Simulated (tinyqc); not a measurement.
Solid solubility of a dopant against its melt (retrograde solidus), clustering and the electrically active fraction. From x_l back to interaction L of the melt. Computed by tinyqc, a small Python program. Command: `OMP_NUM_THREADS=1 python tinyqc.py 3024520 3024521 out.jsonl retro inv`. One thread of a shared host (Intel(R) Xeon(R) Processor @ 2.30GHz), about 0.01 s of CPU time with the checks.

Inputs (values chosen for the exercise, of the order of those of antimony in silicon for the solubility): melting point of the host T_m = 1687 K; heat of melting of the host H_f = 50.2 kJ/mol; enthalpy of transfer from melt to solid H = 0.739 eV; entropy of transfer S = 0.84 k_B; site density N0 = 5e+22 1/cm^3; temperature T = 1133 K.

Constants: R = 8.314462618 J/(mol K); k_B = 8.617333262e-05 eV/K.

Method. x_l and x_s are atom fractions of the dopant in melt and solid; the solid is dilute. Liquidus of the host: R T ln(1 - x_l) + L x_l^2 = -H_f (1 - T/T_m). Distribution: k = x_s/x_l = exp[L (1 - x_l)^2/(R T)] exp(S/k_B - H/(k_B T)), the first factor being the activity coefficient in the melt. Solubility = x_s N0; at T_m x_l = 0.

Task: A run gave the result below. Find the interaction L of the melt, known to lie between 2.2 and 5.2 kJ/mol.

x_l = 0.8704886

Result:

Each step takes the trial c = (a f_b - b f_a)/(f_b - f_a), f being the result less the target and a, b, c the logarithms of the listed values; c replaces end b, the old b replaces a if the sign of f changed, and otherwise f_a is halved.

Scan of the range:
```
interaction L of the melt (kJ/mol)       x_l
2.20                                0.853403
2.54                                0.857475
2.93                                0.862088
3.38                                0.867331
3.90                                0.873271
4.51                                0.880063
5.20                                0.887496
```

False position (Illinois rule, in the logarithm of the input) inside the bracket:
```
step    end a    end b    trial       x_l
1     3.38000  3.90000  3.64717  0.870399
2     3.90000  3.64717  3.65479  0.870486
3     3.90000  3.65479  3.65520  0.870491
4     3.65479  3.65520  3.65500  0.870489
```

x_l rises at every point of a 13-point scan of the range (every second point is shown), so one value fits; it is bracketed by 3.38 and 3.90. Answer: interaction L of the melt = 3.655 kJ/mol.
